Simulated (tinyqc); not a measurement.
## Short-channel transistor, virtual-source model with series resistance: transfer curves at low and high drain voltage

The current per gate width is the charge at the top of the source barrier (the virtual source) times its velocity times a saturation function; al and be are fitting constants of the model. Units: I in uA/um, Rs in ohm um, so I Rs = 1e-6 I Rs in volts; Q in uC/cm^2, so I = 1e-4 Q vx0 Fsat with vx0 in cm/s.

Intrinsic voltages Vg' = Vgs - I Rs, Vd' = Vds - 2 I Rs. n = n0 + nd Vd', VT = VT0 - dl Vd', Ff = 1/(1 + exp((Vg' - VT + al Vt/2)/(al Vt))), Q = Cinv n Vt ln(1 + exp((Vg' - VT + al Vt Ff)/(n Vt))), Vdsat = (vx0 L/mu)(1 - Ff) + Vt Ff, Fsat = u/(1 + u^be)^(1/be) with u = Vd'/Vdsat, and I = Q vx0 Fsat per width. I is solved self-consistently. Columns for Vds = 0.05 V and 0.5 V; gm = dI/dVgs at 0.5 V.

Inputs (values chosen for the exercise):
- T = 300 K (temperature)
- Cinv = 1.73 uF/cm^2 (inversion capacitance)
- vx0 = 1.4e7 cm/s (velocity at the virtual source)
- mu = 120 cm^2/(V s) (apparent mobility)
- L = 45 nm (channel length)
- VT0 = 0.339 V (threshold at zero drain voltage)
- dl = 0.157 V/V (drain-induced barrier lowering)
- n0 = 1.36 (subthreshold factor)
- nd = 0.2 1/V (growth of n with drain voltage)
- al = 3.5 (threshold shift (in units of Vt) from weak to strong inversion)
- be = 1.8 (sharpness of saturation)
- Rs = 150 ohm um (series resistance of each contact)

Constants: q = 1.602176634e-19 C, kB = 1.380649e-23 J/K, Vt = kB T/q. Results are converted to the units shown.

Transfer curves at low and high drain voltage:
```
Vgs (V)  I, low Vds (uA/um)  I, high Vds (uA/um)  gm (uS/um)
0                  0.061110              0.80569      19.391
0.06                0.25440               3.2253      70.874
0.12                0.88909               10.968      204.17
0.19                 2.9567               34.047      466.66
0.25                 6.6176               68.913      685.77
0.31                 12.141               114.75      828.14
0.38                 19.980               175.85      905.07
0.44                 27.055               230.94      926.59
0.5                  34.103               286.62      926.56
```

At Vds = 0.5 V the current spans 2.6 decades, from 0.806 to 287 uA/um. Between the first two rows the swing is 99.6 mV a decade, against n Vt ln 10 = 86.9. At Vgs = 0 the higher drain voltage raises the current by a factor of 13.2, at Vgs = 0.5 V by 8.40. The transconductance rises from 19.4 to 927 uS/um; Cinv vx0, its value in strong inversion and saturation without series resistance, is 2420 uS/um.

Computed by the program tinyqc: `OMP_NUM_THREADS=1 python tinyqc.py 2380057 2380058 out.jsonl`, one thread of a shared Intel Xeon 2.30GHz, about 0.01 s for the whole run.
